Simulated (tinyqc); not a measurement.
# Short-channel transistor, virtual-source model with series resistance: several studies

The current per gate width is the charge at the top of the source barrier (the virtual source) times its velocity times a saturation function; al and be are fitting constants of the model. Units: I in uA/um, Rs in ohm um, so I Rs = 1e-6 I Rs in volts; Q in uC/cm^2, so I = 1e-4 Q vx0 Fsat with vx0 in cm/s.

Inputs (values chosen for the exercise): temperature T = 250 K; inversion capacitance Cinv = 1.22 uF/cm^2; velocity at the virtual source vx0 = 6.9e6 cm/s; apparent mobility mu = 620 cm^2/(V s); channel length L = 90 nm; threshold at zero drain voltage VT0 = 0.5 V; drain-induced barrier lowering dl = 0.148 V/V; subthreshold factor n0 = 1.42; growth of n with drain voltage nd = 0.2 1/V; threshold shift (in units of Vt) from weak to strong inversion al = 3.5; sharpness of saturation be = 2; series resistance of each contact Rs = 90 ohm um.

Constants: q = 1.602176634e-19 C, kB = 1.380649e-23 J/K, Vt = kB T/q. Results are converted to the units shown.

Each table varies one quantity; the others keep the values above.

## Effect of the apparent mobility on the on and off currents

Intrinsic voltages Vg' = Vgs - I Rs, Vd' = Vds - 2 I Rs. n = n0 + nd Vd', VT = VT0 - dl Vd', Ff = 1/(1 + exp((Vg' - VT + al Vt/2)/(al Vt))), Q = Cinv n Vt ln(1 + exp((Vg' - VT + al Vt Ff)/(n Vt))), Vdsat = (vx0 L/mu)(1 - Ff) + Vt Ff, Fsat = u/(1 + u^be)^(1/be) with u = Vd'/Vdsat, and I = Q vx0 Fsat per width. I is solved self-consistently. Ion is I at Vgs = Vds = 1 V, Ioff at Vgs = 0, Vds = 1 V, and Rlin = Vds/I at Vgs = 1 V, Vds = 0.05 V.

Result of one run:
```
mu (cm^2/(V s))  Ion (uA/um)  Ioff (nA/um)  log10(Ion/Ioff)  Rlin (ohm um)
2000                   496.5         10.27            4.684          265.6
```

What becomes of these results when the apparent mobility mu is changed from 2000 to 50 cm^2/(V s), all else the same?

Result of the changed run:
```
mu (cm^2/(V s))  Ion (uA/um)  Ioff (nA/um)  log10(Ion/Ioff)  Rlin (ohm um)
50                     311.6         10.26            4.482           3098
```

The whole series:
```
mu (cm^2/(V s))  Ion (uA/um)  Ioff (nA/um)  log10(Ion/Ioff)  Rlin (ohm um)
50                     311.6         10.26            4.482           3098
85                     398.0         10.27            4.588           1903
140                    451.4         10.27            4.643           1232
240                    479.6         10.27            4.669          800.9
410                    490.6         10.27            4.679          550.7
700                    494.6         10.27            4.683          403.8
1200                   496.0         10.27            4.684          316.1
2000                   496.5         10.27            4.684          265.6
```

As mu goes from 50 to 2000 cm^2/(V s), Ion rises from 312 to 496 uA/um, Ioff stays near 10.3 nA/um and Rlin falls from 3100 to 266 ohm um. Ion changes by a factor of 1.59 and Ioff by 1.00. Below threshold Vdsat is near Vt, so L and mu hardly reach the off current.

## Supply voltage at a fixed off current

For each supply Vdd, VT0 is set so that I(Vgs = 0, Vds = Vdd) = 10 nA/um; Ion = I(Vdd, Vdd); C = Cinv L + 0.58 fF/um of parasitic capacitance; delay C Vdd/Ion, energy C Vdd^2.

Result of one run:
```
Vdd (V)  VT0 (V)  Ion (uA/um)  delay (ps)  energy (fJ/um)
0.8      0.46348       345.97      3.8801          1.0739
```

What becomes of these results when the supply voltage Vdd is changed from 0.8 to 0.9 V, all else the same?

Result of the changed run:
```
Vdd (V)  VT0 (V)  Ion (uA/um)  delay (ps)  energy (fJ/um)
0.9      0.48221       419.59      3.5992          1.3592
```

The whole series:
```
Vdd (V)  VT0 (V)  Ion (uA/um)  delay (ps)  energy (fJ/um)
0.4      0.38856       66.878      10.036         0.26848
0.5      0.40730       130.04      6.4520         0.41950
0.6      0.42603       200.13      5.0308         0.60408
0.7      0.44476       272.64      4.3083         0.82222
0.8      0.46348       345.97      3.8801          1.0739
0.9      0.48221       419.59      3.5992          1.3592
1        0.50094       493.30      3.4016          1.6780
1.1      0.51968       567.04      3.2551          2.0304
```

The VT0 needed rises from 0.389 to 0.520 V and Ion rises from 66.9 to 567 uA/um. The delay falls from 10.0 to 3.26 ps, while the energy grows as Vdd^2. Going from 0.4 to 0.5 V changes the delay by -36 %, going from 1 to 1.1 V by -4.3 %.

## Output curve

Same model as above.

gds = dI/dVds, gm = dI/dVgs.

In this table Vgs = 1 V.

Output curve:
```
Vds (V)  I (uA/um)     Fsat  gds (uS/um)  gain gm/gds
0.11        232.02  0.56331       1623.4      0.19750
0.22        349.24  0.84343       622.93      0.94922
0.33        394.82  0.93273       278.85       2.4948
0.44        419.09  0.96430       180.90       4.0422
0.56        438.28  0.97903       144.81       5.1570
0.67        453.37  0.98583       131.23       5.7424
0.78        467.39  0.98980       124.49       6.0842
0.89        480.87  0.99232       120.78       6.2908
1           494.02  0.99401       118.57       6.4211
```

The current rises from 232 to 494 uA/um as Fsat rises from 0.563 to 0.994; gds falls from 1620 to 119 uS/um. The gain ends at 6.42, against 1/dl = 6.76 for a current that depends on Vds through barrier lowering alone.

Program tinyqc, `OMP_NUM_THREADS=1 python tinyqc.py 2380033 2380034 out.jsonl`; Intel Xeon 2.30GHz, shared host, one thread, about 0.01 s.
